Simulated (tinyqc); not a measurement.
What moves the coefficients: Boltzmann transport in a parabolic band with a power-law relaxation time.

F_j(eta) = (1/Gamma(j + 1)) integral_0^infinity x^j dx/(1 + exp(x - eta)), which tends to exp(eta) for eta << 0.

n = N F_1/2(eta) with N = 2 (m kB T/(4 pi c))^(3/2) with c = hbar^2/2m0, in 1/angstrom^3; times 1e24 for 1/cm^3, m = md.

tau = tau0 x^r with x = E/kT. With K_j = Gamma(j + 1) F_j(eta): <tau> = tau0 (r + 3/2) K_(r+1/2)/((3/2) K_(1/2)); mu = <tau>/(mc m0/e), m0/e = 5.685630e-12 kg/C; Hall factor rH = (3/2) K_(1/2) (2r + 3/2) K_(2r+1/2)/((r + 3/2) K_(r+1/2))^2; Seebeck S = -(kB/e) [(r + 5/2) K_(r+3/2)/((r + 3/2) K_(r+1/2)) - eta]; Lorenz number L = (kB/e)^2 [(r + 7/2) K_(r+5/2)/((r + 3/2) K_(r+1/2)) - ((r + 5/2) K_(r+3/2)/((r + 3/2) K_(r+1/2)))^2]; kB/e in V/K. Valley anisotropy is left out of rH.

Constants: hbar^2/2m0 = 3.80998211 eV angstrom^2; kB = 8.617333262e-05 eV/K.

Inputs chosen for the exercise (masses near those of Si; tau0 is set for a mobility of the usual size at this n, kL is a free input; freeze-out and phonon drag, which matter near 77 K, are left out; the results hold for these values, not for the real material):
```
symbol  value    unit     meaning
md      1.083    m0       density-of-states mass
mc      0.2647   m0       conductivity mass
tau0    290      fs       tau at E = kT
r       -0.5              exponent of tau
T       77       K
kL      110      W/(m K)  lattice thermal conductivity
n       5.5e+16  1/cm^3   electron density
```

sigma = e n mu with e = 1.602176634e-19 C; ZT = S^2 sigma T/(kL + L sigma T).

Results for these values:
```
case  mu (cm^2/(V s))  sigma (S/cm)  S (microvolt/K)        ZT
base             1446         12.75           -534.7  0.000255
```

What happens to each result for kL = 55 W/(m K), all else kept?

Answer: mu does not change at the printed digits; sigma does not change at the printed digits; S does not change at the printed digits; ZT rises from 0.000255 to 0.000510.

The same for each parameter in turn:
```
case                mu (cm^2/(V s))  sigma (S/cm)  S (microvolt/K)        ZT
base                           1446         12.75           -534.7  0.000255
md = 1.408 m0                  1447         12.75           -568.6  0.000289
mc = 0.3441 m0                 1113         9.804           -534.7  0.000196
n = 1.1e+17 1/cm^3             1443         25.44           -475.2  0.000402
tau0 = 435 fs                  2170         19.12           -534.7  0.000383
kL = 55 W/(m K)                1446         12.75           -534.7  0.000510
T = 127 K                      1448         12.76           -599.3  0.000529
```

The row for T keeps tau0 fixed; for phonon scattering tau0 itself falls as T rises.

Program tinyqc; command `OMP_NUM_THREADS=1 python tinyqc.py 1682325 1682326 out.jsonl`; about 0.01 s on one thread of a shared Intel(R) Xeon(R) Processor @ 2.30GHz.
